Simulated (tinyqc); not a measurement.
## MOSFET in the linear regime without short-channel effects, parameter extraction from computed curves: extraction methods against the first mobility attenuation factor

Inversion charge Q = Cox n Vt W0(exp((Vg - VT)/(n Vt))), W0 the Lambert function and n = nf; u = Q/Cox; mobility mu = mu0/(1 + th1 u + th2 u^2); channel resistance Rch = (L - dL)/(W mu Q); Id = Vd/(Rch + Rsd/W). Cox = eps0 eox/tox. Small Vd, no channel-length or drain effects.

From the continuous curve Id(Vg): tangent at peak gm (V_ext = Vg - Id/gm); constant current Id = 0.1 uA W/L; peak of d2Id/dVg2; Y = Id/sqrt(gm) drawn through Vg = VT + 0.6 and VT + 0.8 V, with intercept VT_Y and slope s. Mobilities gm,max L/(W Cox Vd) and s^2 L/(W Cox Vd) with the drawn L. Last column: share of Rsd/W in the total resistance at VT + 0.8 V.

Inputs (values chosen for the exercise); channel values of the order met in silicon transistors: temperature T = 400 K; relative permittivity of the gate insulator (close to silicon dioxide) eox = 3.9; insulator thickness tox = 1.1 nm; low-field mobility mu0 = 130 cm^2/(V s); second mobility attenuation factor th2 = 0.19 1/V^2; threshold voltage VT = 0.54 V; body factor nf = 1.19; gate width W = 1 um; drawn gate length L = 0.14 um; drawn less effective length dL = 0.003 um; source plus drain resistance Rsd = 160 ohm um; drain voltage Vd = 0.01 V.

Constants: q = 1.602176634e-19 C, kB = 1.380649e-23 J/K, Vt = kB T/q, eps0 = 8.8541878128e-14 F/cm where lengths are in cm. Results are converted to the units shown.

Result of one run:
```
th1 (1/V)	V_ext (V)	constant current (V)	second derivative (V)	VT_Y (V)	mobility from gm (cm^2/(V s))	mobility from Y (cm^2/(V s))	series share (%)
1.2	0.511	0.545	0.518	0.630	68.7	144	14.6
```

What becomes of these results when the first mobility attenuation factor th1 is changed from 1.2 to 0.4 1/V, all else the same?

Result of the changed run:
```
th1 (1/V)	V_ext (V)	constant current (V)	second derivative (V)	VT_Y (V)	mobility from gm (cm^2/(V s))	mobility from Y (cm^2/(V s))	series share (%)
0.4	0.526	0.543	0.523	0.630	80.7	144	19.3
```

The whole series:
```
th1 (1/V)	V_ext (V)	constant current (V)	second derivative (V)	VT_Y (V)	mobility from gm (cm^2/(V s))	mobility from Y (cm^2/(V s))	series share (%)
0	0.538	0.543	0.527	0.630	90.2	144	23.1
0.2	0.531	0.543	0.525	0.630	85.0	144	21.0
0.4	0.526	0.543	0.523	0.630	80.7	144	19.3
0.6	0.521	0.544	0.522	0.630	77.1	144	17.9
0.8	0.518	0.544	0.520	0.630	73.9	144	16.6
1	0.514	0.544	0.519	0.630	71.2	144	15.5
1.2	0.511	0.545	0.518	0.630	68.7	144	14.6
```

The model has VT = 0.54 V and mu0 = 130 cm^2/(V s). Over the table the extracted thresholds move by 27 mV (tangent), 1.9 mV (constant current), 9.0 mV (second derivative), under 0.5 mV (Y function). The mobility from gm falls from 90.2 to 68.7 and that from Y stays near 144 cm^2/(V s).

Computed by the program tinyqc: `OMP_NUM_THREADS=1 python tinyqc.py 2210073 2210074 out.jsonl`, one thread of a shared Intel Xeon 2.30GHz, about 0.01 s for the whole run.
